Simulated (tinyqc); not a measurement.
Square on-chip spiral inductor, lumped pi model: one step of the calculation.

Outer diameter do = di + 2 n wd + 2 (n - 1) sp, mean da = (do + di)/2, fill p = (do - di)/(do + di), length l = 4 n da. L = 2.34 mu0 n^2 da/(1 + 2.75 p), mu0 = 4 pi 1e-7 H/m. Rs = rho l/(wd delta (1 - exp(-th/delta))), delta = sqrt(rho/(pi f mu0)). Cs = n wd^2 eps0 eo/hu across the coil. At each end Cox = l wd eps0 eo/(2 ho) leads to the substrate branch Rsi = 2 rs he/(l wd) in parallel with Csi = l wd eps0 11.7/(2 he). With one end grounded Y = 1/(Rs + i w L) + i w Cs + 1/[1/(i w Cox) + 1/(1/Rsi + i w Csi)], w = 2 pi f; Q = -Im Y/Re Y. Eddy currents in neighbouring turns and in the substrate are left out.

Problem. Admittance, quality factor and apparent inductance. Series branch 1/(Rs + i w L), substrate branch, total Y, Q = -Im Y/Re Y, apparent inductance Im(1/Y)/w, metal-only value w L/Rs, share of the loss in the substrate Re(substrate branch)/Re Y.

Parameters, values chosen for the exercise:
- f = 3.4 GHz (frequency)

L = 2.8268848 nH
Rs = 6.6113134 ohm
Cs = 10.987242 fF
Cox = 37.265063 fF
Rsi = 308.88031 ohm
Csi = 33.538557 fF

Give: series branch; substrate branch; Y; Q; apparent inductance; w L/Rs; share of the loss in the substrate.

Solution.

series branch = 1.791-16.363i mS
substrate branch = 0.16068+0.72102i mS
Y = 1.952-15.407i mS
Q = 7.8929
apparent inductance = 2.9902 nH
w L/Rs = 9.1344
share of the loss in the substrate = 8.2315 %

Q is 86.4 % of the metal-only value.

Numbers from tinyqc (`OMP_NUM_THREADS=1 python tinyqc.py 2302075 2302076 out.jsonl`; about 0.01 s on one thread of a shared Intel Xeon 2.30GHz).
